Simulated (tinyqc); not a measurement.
Read current of a NAND string, cells in series solved by shooting: one step of the calculation.

Cells in series, numbered from 0 at the source line (0 V) to the bit line, each followed by a gap resistance Rg. A cell with gate Vg, threshold VT, source Vs and drain Vd passes I = 2 nf K Vt^2 [F(Vs) - F(Vd)]/(1 + th max(Vg - VT, 0)), F(V) = ln^2(1 + exp((Vg - VT - nf V)/(2 nf Vt))). The selected cell has Vg = Vr, the others Vg = Vp.

Task. Node voltages for a trial current. For a trial current I start at 0 V and, cell by cell (the selected one is cell 0), solve for the drain: sqrt(F(Vd)) = sqrt(F(Vs) - I/k), k = 2 nf K Vt^2/(1 + th max(Vg - VT, 0)), Vd = [Vg - VT - 2 nf Vt ln(exp(sqrt F) - 1)]/nf, then add I Rg.

Values chosen for this exercise; values of the order met in vertical NAND strings:
- T = 300 K (temperature)
- K = 4.4 uA/V^2 (gain factor of a cell)
- nf = 2 (slope factor)
- th = 0.07 1/V (mobility reduction factor)
- Rg = 2.8 kohm (resistance of the gap between cells)
- Vbl = 0.5 V (bit-line voltage)
- Vp = 6.6 V (pass voltage)
- Vr = 2.67 V (read voltage on the selected word line)

Constants: q = 1.602176634e-19 C, kB = 1.380649e-23 J/K, Vt = kB T/q. Results are converted to the units shown.

first trial current = 0.41 uA

```
cell,thresholds from the source end (V)
0,1.2
1,-1.3
2,-1.3
3,-1.3
4,4.2
5,4.2
```

Wanted: node voltage after each cell and gap, trial 1.

Result.

```
cell,"node voltage after each cell and gap, trial 1 (V)"
0,0.074744
1,0.094609
2,0.11457
3,0.13463
4,0.18814
5,0.24458
```

Program tinyqc, `OMP_NUM_THREADS=1 python tinyqc.py 2142095 2142096 out.jsonl`; Intel Xeon 2.30GHz, shared host, one thread, about 0.7 s.
